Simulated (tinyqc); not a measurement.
# Thickness from two neighbouring fringes

Problem. At normal incidence a transparent film with an index between those of air and substrate, taken as constant, has reflectance minima at 2 n1 d = (m + 1/2) lam (small phase shifts at the substrate neglected). Find d and the order m of the shorter wavelength.

Parameters, values chosen for the exercise:
- n1 = 2.029 (index of the transparent film)

wavelengths of two neighbouring reflectance minima (nm): [466, 537.69231]

Solution. Neighbouring orders differ by one: 2 n1 d (1/lam1 - 1/lam2) = 1.

d = 861 nm
m = 7

Program tinyqc, `OMP_NUM_THREADS=1 python tinyqc.py 2870198 2870199 out.jsonl`; Intel Xeon 2.30GHz, shared host, one thread, about 0.01 s.
